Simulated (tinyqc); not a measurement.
Worked calculation: inversion layer as a triangular well, valleys of the Si type. Values are carried at full precision from step to step, so a last printed digit may differ when a step is redone from the rounded ones.

Six ellipsoidal valleys with their long axes along the cube axes, mass ml along the axis and mt across it. For a valley whose axis makes the angle theta with the surface normal, 1/m_z = cos^2(theta)/ml + sin^2(theta)/mt sets the confinement; in the plane the masses are m_1 = mt and m_2 = ml mt/m_z, and m_d = sqrt(m_1 m_2).

Constants: e^2/(4 pi eps0) = 14.39964547 eV angstrom; hbar^2/2m0 = 3.80998211 eV angstrom^2; kB = 8.617333262e-05 eV/K.

Inputs chosen for the exercise (near those of Si; shifted at random, so the results belong to these values and not to a real crystal):
```
symbol  value  unit         meaning
ml      0.9    m0           longitudinal mass
mt      0.191  m0           transverse mass
face    111                 surface
eps     11.5                dielectric constant
Ns      1.8    x 1e12/cm^2  electron sheet density
Nd      1.3    x 1e12/cm^2  depletion charge
eta     0.75                share of Ns in the effective field
T       300    K            temperature
tox     16     angstrom     SiO2-equivalent oxide thickness
```

## Valley masses on the (111) face

Group the valleys by their angle to the normal, heaviest m_z first.

Valleys (masses in m0):
```
valleys g  cos^2(theta)     m_z     m_1     m_2     m_d
6                0.3333  0.2590  0.1910  0.6637  0.3560
```

All valleys are equivalent on this face.

## Effective field

The field is taken as constant, e F = 4 pi (e^2/4 pi eps0)(Nd + eta Ns)/eps, with 1e12/cm^2 = 1e-4/angstrom^2, and the oxide as a hard wall at z = 0; c = hbar^2/2m0.

Find e F, and F in MV/cm (1 MV/cm = 0.01 V/angstrom).

e F = 0.00416975 eV/angstrom
F = 0.4170 MV/cm

## Subband ladders

Level j of a valley lies at E_j = a_j (c (e F)^2/m_z)^(1/3) above the band edge at the surface, with the Airy zeros a_j = 2.338107, 4.087949, 5.520560, 6.786708, 7.944134, 9.022651, 10.040174, 11.008524, 11.936016, 12.828777, and has <z> = 2 E_j/(3 e F).

The ten lowest levels of all groups of valleys together, j = 0, 1, ..., c = hbar^2/2m0; primes mark the groups with lighter m_z.

Subbands:
```
label  valleys g  m_d (m0)  E (eV)  <z> (angstrom)
0              6    0.3560  0.1484           23.73
1              6    0.3560  0.2595           41.49
2              6    0.3560  0.3504           56.03
3              6    0.3560  0.4308           68.88
4              6    0.3560  0.5043           80.62
5              6    0.3560  0.5727           91.57
6              6    0.3560  0.6373          101.89
7              6    0.3560  0.6988          111.72
8              6    0.3560  0.7576          121.13
9              6    0.3560  0.8143          130.19
```

The second subband is 1, 111.1 meV above the first. Levels above about 0.5 eV lie beyond parabolic valleys.

## Fermi level and populations

Subband i holds n_i = g m_d/(2 pi c) kB T ln(1 + exp((EF - E_i)/kB T)) (spin included), and EF is fixed by sum n_i = Ns over the levels listed or, where none are listed, over j = 0 to 9 of each group; 1e12/cm^2 = 1e-4/angstrom^2.

Solve for EF; c = hbar^2/2m0. The mean distance is sum n_i <z>_i/Ns.

EF = 0.0831 eV

Populations:
```
label  (EF - E)/kB T  n (1e12/cm^2)  share (%)
0              -2.53          1.774       98.6
1              -6.82          0.025        1.4
2             -10.34          0.001        0.0
3             -13.45          0.000        0.0
4             -16.29          0.000        0.0
5             -18.94          0.000        0.0
6             -21.44          0.000        0.0
7             -23.82          0.000        0.0
8             -26.09          0.000        0.0
9             -28.28          0.000        0.0
```

mean distance from the surface = 23.99 angstrom

The lowest subband holds 98.6 % of the electrons and is partly degenerate (EF within a few kB T of its edge).

## Effect on the gate capacitance

The charge sits at the mean distance <z> from the surface, which adds (3.9/eps) <z> to the oxide thickness; C/Cox = tox/(tox + 3.9 <z>/eps). The density-of-states term is left out.

added thickness = 8.14 angstrom
C/Cox = 0.663

## Checks

- Lowest level by finite differences against the Airy formula, eV: both 0.1484.

tinyqc: `OMP_NUM_THREADS=1 python tinyqc.py 1282084 1282085 out.jsonl`; about 0.02 s, one thread, shared Intel(R) Xeon(R) Processor @ 2.30GHz.
